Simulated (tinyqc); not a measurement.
## Channel mobility from two channel lengths

Inverse problem. Two power MOSFETs differ only in channel length: R_on = R_rest + Lc (Wp + a)/(2 mch Cox Vov), Cox = 3.9 eps0/tox. Find mch and R_rest.

Values chosen for this exercise: gate oxide thickness (eps_r 3.9) tox = 43 nm; gate overdrive Vov = 7 V; width of the p body in one cell, channels included Wp = 7.4 um; gap between neighbouring p bodies a = 2.4 um.

Constants: eps0 = 8.8541878128e-14 F/cm where lengths are in cm. Results are converted to the units shown.

R_on at Lc = 0.99 and 2.7 um (mohm cm^2): [1.1981984, 1.7305410]

Solution. R_on is a straight line in Lc; its slope gives mch and its intercept the rest.

mch = 280.0 cm^2/(V s)
R_rest = 0.8900 mohm cm^2

Computed by the program tinyqc: `OMP_NUM_THREADS=1 python tinyqc.py 2230121 2230122 out.jsonl`, one thread of a shared Intel Xeon 2.30GHz, about 0.01 s for the whole run.
